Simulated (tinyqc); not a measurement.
Formation energy of a charged point defect from supercell energies: one step, computed by the program tinyqc.

The host is a compound AB. Making the defect adds n_A = -1, n_B = 0, n_X = 1 atoms to the cell. All total energies are inputs. E_F is counted from the valence-band maximum (VBM); x = 0 is A-rich and x = 1 B-rich growth.

Question. Concentrations at the given E_F and T. E_f(q, E_F) = E_f(q, 0) + q E_F. c_q = N_s exp(-E_f(q, E_F)/k_B T), with all degeneracy factors one and no vibrational entropy.

Inputs (values chosen for the exercise, for a model compound AB):
```
quantity,value,unit
gap E_g,2.08,eV
dielectric constant eps,10.8,-
cell length L,14.8,angstrom
Fermi level E_F,1.52,eV
temperature T,1200,K
site density N_s,2.8e+22,cm^-3
```

Defect: impurity X on an A site. Supercell lattice: bcc.

charge states q: [2, 1, 0, -1, -2]

E_f(q, 0) (eV): (q=+2) 2.818631, (q=+1) 3.742208, (q=0) 4.699000, (q=-1) 6.154008, (q=-2) 7.626231

Constants: k_B = 8.617333262e-05 eV/K.

Give: Charge states; lowest formation energy; total concentration; mean charge.

Answer.

Charge states:
```
q,E_f (eV),c_q (cm^-3),share
+2,5.859,6.950e-03,2.303e-06
+1,5.262,2.223e+00,7.364e-04
0,4.699,5.155e+02,1.708e-01
-1,4.634,9.665e+02,3.202e-01
-2,4.586,1.534e+03,5.083e-01
```

lowest formation energy = 4.586 eV

total concentration = 3018 cm^-3

mean charge = -1.336 e

State -2 holds 50.8 % of the defects. Caution: the largest image-charge correction in these energies, q^2 alpha e^2/(8 pi eps_0 eps L) with alpha = 2.888462, exceeds a quarter of the gap; the point-charge term alone is then a rough estimate, usually too large for a charge that is spread out.
